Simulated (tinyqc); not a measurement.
Piezoresistors in the (001) plane of a cubic crystal: two steps of the calculation.

Plane stress in crystal axes x = [100], y = [010]. First-order piezoresistance: d rho_xx/rho = p11 sxx + p12 syy, d rho_yy/rho = p12 sxx + p11 syy, d rho_xy/rho = p44 sxy; a resistor along d = (cos th, sin th) changes by dR/R = d.(d rho/rho).d. Changes of geometry and second-order terms are left out.

Parameters, values chosen for the exercise; coefficients close to those of lightly doped p-type silicon:
- p11 = 6.92 x 1e-11/Pa (piezoresistive coefficient)
- p12 = -1.06 x 1e-11/Pa (piezoresistive coefficient)
- p44 = 146 x 1e-11/Pa (piezoresistive coefficient)
- th = 45 deg (angle of the current from [100])
- Sx = 141 MPa (stress sxx)
- Sy = 176 MPa (stress syy)
- St = 7 MPa (shear stress sxy)
- E = 171 GPa (Young's modulus along [110])

Problem 1. Change of the resistivity tensor. As in the introduction.

Find: d rho/rho.

Solution 1.

d rho/rho (%):
```
        x       y
x  0.7892  1.0220
y  1.0220  1.0685
```

Problem 2. Longitudinal and transverse coefficients. For uniaxial stress along or across the current: pL = p11 - (A/2) sin^2(2 th), pT = p12 + (A/2) sin^2(2 th), A = p11 - p12 - p44. Gauge factor along [110]: E (p11 + p12 + p44)/2.

Wanted: A; pL; pT; gauge factor.

Solution 2.

A = -138.0 x 1e-11/Pa
pL = 75.93 x 1e-11/Pa
pT = -70.07 x 1e-11/Pa
gauge factor = 129.8

tinyqc, about 0.01 s, one thread, Intel Xeon 2.30GHz (shared host): `OMP_NUM_THREADS=1 python tinyqc.py 2530149 2530150 out.jsonl`
